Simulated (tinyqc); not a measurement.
Frequency dispersion of an accumulation capacitance by border traps, distributed model: two steps of the calculation.

Traps spread evenly through the insulator exchange electrons with the semiconductor by tunnelling, with tau(x) = t0 exp(2 ka x) at depth x from the interface. The admittance per area Y seen at depth x obeys dY/dx = -Y^2/(i w eps0 eox) + q Nb ln(1 + i w tau)/tau, with Y(0) = i w Cs and w = 2 pi f; the gate sees Y(tox) = G + i w C. Working variable y = Y/(i w), in uF/cm^2. Cox = eps0 eox/tox.

Parameters, values chosen for the exercise; permittivity close to that of zirconium oxide:
```
symbol,value,unit,meaning
eox,21,,relative permittivity of the insulator
tox,9.3,nm,insulator thickness
Cs,0.86,uF/cm^2,semiconductor capacitance in accumulation
Nb,4.1e18,cm^-3 eV^-1,density of border traps
ka,5.8,1/nm,decay constant of the wave function in the insulator
t0,2e-10,s,time constant of a trap at the interface
f,10000,Hz,frequency
xe,1.4,nm,depth down to which the steps are taken
```

Constants: q = 1.602176634e-19 C, eps0 = 8.8541878128e-14 F/cm where lengths are in cm. Results are converted to the units shown.

Question 1. Scales and lumped estimate. Cox; trap-free value 1/(1/Cox + 1/Cs); response depth d = ln(1/(w t0))/(2 ka), where w tau = 1; lumped estimate: all traps within d act as C_bt = q Nb d placed at d/2, so C = 1/{1/[1/(1/Cs + d/(2 eps0 eox)) + C_bt] + (tox - d/2)/(eps0 eox)}.

Give: Cox; trap-free C; d; C_bt; lumped C.

Answer 1.

Cox = 1.9993 uF/cm^2
trap-free C = 0.60134 uF/cm^2
d = 0.97280 nm
C_bt = 0.063903 uF/cm^2
lumped C = 0.63331 uF/cm^2

The traps within reach amount to 0.0743 Cs and lie in the first 10.5 % of the insulator.

Question 2. Midpoint steps through the active depth. In terms of y: dy/dx = -y^2/(eps0 eox) + s(x), s = q Nb ln(1 + z)/z, z = i w tau. 10 midpoint steps of h = xe/10: y_half = y + (h/2) y'(x, y), y(new) = y + h y'(x + h/2, y_half).

Give: x; s; y.

Answer 2.

```
point   x (nm)    s (uF/(cm^2 nm))       y (uF/cm^2)
0            0  0.065689+0.000000i  0.86000+0.00000i
1      0.14000  0.065689-0.000002i  0.86360+0.00000i
2      0.28000  0.065689-0.000011i  0.86716+0.00000i
3      0.42000  0.065689-0.000054i  0.87067+0.00000i
4      0.56000  0.065688-0.000273i  0.87414-0.00002i
5      0.70000  0.065650-0.001386i  0.87756-0.00011i
6      0.84000  0.064711-0.006881i  0.88091-0.00054i
7      0.98000  0.049979-0.023571i  0.88361-0.00252i
8       1.1200  0.016573-0.020530i  0.88217-0.00612i
9       1.2600  0.003604-0.007823i  0.87744-0.00789i
10      1.4000  0.000724-0.002293i  0.87190-0.00838i
```

tinyqc, about 0.5 s, one thread, Intel Xeon 2.30GHz (shared host): `OMP_NUM_THREADS=1 python tinyqc.py 2202075 2202076 out.jsonl`
